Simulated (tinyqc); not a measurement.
Inside a calculation. Method: CIS and TDHF on RHF in the sto-3g basis, frozen core, for BeH2, spin multiplicity 1. One step of it, computed by the program tinyqc.

Question. TDHF (RPA) singlet states. B(ia,jb) = 2 (ia|jb) - (ib|ja); the squared energies are the eigenvalues of (A - B)(A + B); 1 hartree = 27.211386 eV.

CIS matrix A, singlet (hartree):
```
,2>4,2>5,2>6,2>7,3>4,3>5,3>6,3>7
2>4,0.373600,0.000000,0.000000,0.000000,0.000000,0.000000,0.000000,0.000000
2>5,0.000000,0.373600,0.000000,0.000000,0.000000,0.000000,0.000000,0.000000
2>6,0.000000,0.000000,0.567242,0.000000,0.000000,0.000000,0.000000,0.017633
2>7,0.000000,0.000000,0.000000,0.840437,0.000000,0.000000,-0.014445,0.000000
3>4,0.000000,0.000000,0.000000,0.000000,0.279778,0.000000,0.000000,0.000000
3>5,0.000000,0.000000,0.000000,0.000000,0.000000,0.279778,0.000000,0.000000
3>6,0.000000,0.000000,0.000000,-0.014445,0.000000,0.000000,0.521876,0.000000
3>7,0.000000,0.000000,0.017633,0.000000,0.000000,0.000000,0.000000,0.841564
```

Two-electron integrals over orbitals (pq|rs), unique and non-zero (hartree); the lowest 1 orbital is frozen and left out:
```
p,q,r,s,(pq|rs)
2,2,2,2,0.374646
3,2,3,2,0.158833
3,3,2,2,0.386441
3,3,3,3,0.409821
4,2,4,2,0.047454
4,3,4,3,0.012511
4,4,2,2,0.353903
4,4,3,3,0.335488
4,4,4,4,0.449859
5,2,5,2,0.047454
5,3,5,3,0.012511
5,4,5,4,0.024249
5,5,2,2,0.353903
5,5,3,3,0.335488
5,5,4,4,0.401360
5,5,5,5,0.449859
6,2,2,2,-0.014924
6,2,3,3,-0.041265
6,2,4,4,0.067142
6,2,5,5,0.067142
6,2,6,2,0.083073
6,3,3,2,-0.092184
6,3,6,3,0.087130
6,4,4,2,0.046594
6,4,6,4,0.049312
6,5,5,2,0.046594
6,5,6,5,0.049312
6,6,2,2,0.376474
6,6,3,3,0.387603
6,6,4,4,0.352725
6,6,5,5,0.352725
6,6,6,2,-0.027892
6,6,6,6,0.393255
7,2,3,2,-0.039258
7,2,6,3,0.062675
7,2,7,2,0.057303
7,3,2,2,0.000663
7,3,3,3,-0.017964
7,3,4,4,0.070003
7,3,5,5,0.070003
7,3,6,2,0.078714
7,3,6,6,-0.020726
7,3,7,3,0.087107
7,4,4,3,0.013276
7,4,7,4,0.016942
7,5,5,3,0.013276
7,5,7,5,0.016942
7,6,3,2,0.139796
7,6,6,3,-0.091601
7,6,7,2,-0.047553
7,6,7,6,0.136671
7,7,2,2,0.400933
7,7,3,3,0.417064
7,7,4,4,0.377814
7,7,5,5,0.377814
7,7,6,2,-0.019456
7,7,6,6,0.410765
7,7,7,3,0.003004
7,7,7,7,0.454948
```

Give: TDHF matrix B, singlet; squared energies w^2; TDHF energies from the positive w^2.

Answer.

TDHF matrix B, singlet (hartree):
```
,2>4,2>5,2>6,2>7,3>4,3>5,3>6,3>7
2>4,0.0475,0.0000,0.0000,0.0000,0.0000,0.0000,0.0000,0.0000
2>5,0.0000,0.0475,0.0000,0.0000,0.0000,0.0000,0.0000,0.0000
2>6,0.0000,0.0000,0.0831,0.0000,0.0000,0.0000,0.0000,0.0948
2>7,0.0000,0.0000,0.0000,0.0573,0.0000,0.0000,0.0466,0.0000
3>4,0.0000,0.0000,0.0000,0.0000,0.0125,0.0000,0.0000,0.0000
3>5,0.0000,0.0000,0.0000,0.0000,0.0000,0.0125,0.0000,0.0000
3>6,0.0000,0.0000,0.0000,0.0466,0.0000,0.0000,0.0871,0.0000
3>7,0.0000,0.0000,0.0948,0.0000,0.0000,0.0000,0.0000,0.0871
```

squared energies w^2 (hartree^2): 0.0781  0.0781  0.1373  0.1373  0.2617  0.3077  0.6904  0.7022

TDHF energies from the positive w^2 (eV): 7.6055  7.6055  10.0838  10.0838  13.9200  15.0955  22.6104  22.8024
